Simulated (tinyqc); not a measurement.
# Electron mobility in a silicon inversion layer, empirical terms and Matthiessen rule: several studies

Inversion layer of sheet density Ns on a uniformly doped body. The mobility terms are empirical power laws with prefactors chosen for the exercise; adding their inverses (Matthiessen) is itself an approximation.

Parameters, values chosen for the exercise; material values close to those of silicon:
```
symbol,value,unit,meaning
T,400,K,temperature
Eg,1.1,eV,band gap
eps_r,11.6,,relative permittivity of the semiconductor
Nc,4.25e19,cm^-3,conduction-band density of states at T
Nv,4.08e19,cm^-3,valence-band density of states at T
Nb,3.7e17,cm^-3,body doping
Vsb,0.3,V,reverse body bias
eta,0.5,,weight of the inversion charge in the effective field
Ap,411,cm^2/(V s),phonon-limited mobility at 1 MV/cm and 300 K
As,949,cm^2/(V s),roughness-limited mobility at 1 MV/cm
gs,2,,exponent of the roughness term
Ac,3700,cm^2/(V s),Coulomb prefactor
Nit,6.6e11,cm^-2,charge at the interface
Ns,5.9e11,cm^-2,inversion density
```

Constants: q = 1.602176634e-19 C, kB = 1.380649e-23 J/K, Vt = kB T/q, eps0 = 8.8541878128e-14 F/cm where lengths are in cm. Results are converted to the units shown.

Each table varies one quantity; the others keep the values above.

## Effect of the body doping

ni = sqrt(Nc Nv) exp(-Eg/(2 Vt)), Eg in volts; Ndep = sqrt(2 eps0 eps_r Nb (2 Vt ln(Nb/ni) + Vsb)/q); E = q (Ndep + eta Ns)/(eps0 eps_r), in MV/cm. With t = T/(300 K): muC = Ac (Ns/1e12 cm^-2) t/(Nb/1e17 cm^-3 + Nit/1e11 cm^-2), muP = Ap E^(-1/3) t^(-1.75), muS = As E^(-gs); 1/mu is the sum of the inverses.

Effect of the body doping:
```
Nb (cm^-3)	E (MV/cm)	muC (cm^2/(V s))	muP (cm^2/(V s))	muS (cm^2/(V s))	mu (cm^2/(V s))
2e16	0.11983	428.04	503.90	66086	230.63
4.4e16	0.15886	413.45	458.70	37604	216.20
9.7e16	0.21841	384.50	412.51	19893	197.04
2.1e17	0.30646	334.56	368.47	10104	172.36
4.7e17	0.44596	257.58	325.16	4771.6	139.52
1e18	0.64316	175.34	287.80	2294.2	104.02
2.3e18	0.97409	98.333	250.61	1000.2	65.965
5e18	1.4446	51.425	219.76	454.77	38.175
```

What does the table show?

As Nb goes from 2e16 to 5e18 cm^-3, E rises from 0.120 to 1.44 MV/cm and mu falls from 231 to 38.2 cm^2/(V s). The Coulomb term is the smallest in the first and the last row.

## Universality: two dopings at the same effective field

Same model as above.

For each E, Ns is chosen to give that field on bodies with Nb = 5e16 and 3.7e17 cm^-3; the last column leaves out muC.

Universality: two dopings at the same effective field:
```
E (MV/cm)	Ns, light body (cm^-2)	mu, light (cm^2/(V s))	Ns, heavy body (cm^-2)	mu, heavy (cm^2/(V s))	without muC (cm^2/(V s))
0.373	3.233e12	286.6	2.671e11	92.08	328.5
0.451	4.233e12	274.6	1.267e12	202.1	302.9
0.545	5.438e12	258.7	2.472e12	224.9	277.7
0.658	6.887e12	240.0	3.921e12	222.7	252.7
0.795	8.643e12	219.2	5.678e12	210.0	227.5
0.96	1.076e13	197.0	7.793e12	191.9	202.3
1.16	1.332e13	173.7	1.036e13	171.0	177.1
1.4	1.640e13	150.2	1.343e13	148.7	152.2
```

What does the comparison show, and why?

The heavily doped body has 0.321 of the mobility of the light one in the first row and 0.990 in the last; there they lie 2.3 % below and 1.3 % below the curve without Coulomb scattering, which depends on E alone. The heavy body leaves that curve at low E because its field comes mostly from depletion charge and few carriers screen.

## Effect of the inversion density

Same model as above.

Results:
```
Ns (cm^-2)	E (MV/cm)	muC (cm^2/(V s))	muP (cm^2/(V s))	muS (cm^2/(V s))	mu (cm^2/(V s))
2e11	0.3678	95.79	346.7	7017	74.26
3.6e11	0.3802	172.4	342.9	6564	112.8
6.3e11	0.4013	301.7	336.8	5893	155.0
1.1e12	0.4380	526.9	327.1	4948	193.9
2e12	0.5082	957.9	311.3	3675	220.8
6.3e12	0.8435	3017	262.9	1334	204.7
1.1e13	1.210	5269	233.1	648.0	166.0
2e13	1.912	9579	200.2	259.6	111.7
```

Estimate the missing row, Ns = 3.6e12 cm^-2.

Computed row:
```
Ns (cm^-2)	E (MV/cm)	muC (cm^2/(V s))	muP (cm^2/(V s))	muS (cm^2/(V s))	mu (cm^2/(V s))
3.6e12	0.6330	1724	289.3	2369	224.3
```

With this row back in the table: As Ns goes from 2e11 to 2e13 cm^-2, E rises from 0.368 to 1.91 MV/cm and mu goes from 74.3 through a maximum of 224 (at Ns = 3.6e12 cm^-2 among the rows listed) to 112 cm^2/(V s). The smallest term is the Coulomb one in the first row and the phonon one in the last. Screening lifts the Coulomb term as Ns grows while the field presses the carriers to the interface, hence the maximum. At Ns = 2e13 cm^-2 E passes 1.5 MV/cm, beyond the usual range of such laws.

Computed by the program tinyqc: `OMP_NUM_THREADS=1 python tinyqc.py 2510067 2510068 out.jsonl`, one thread of a shared Intel Xeon 2.30GHz, about 0.01 s for the whole run.
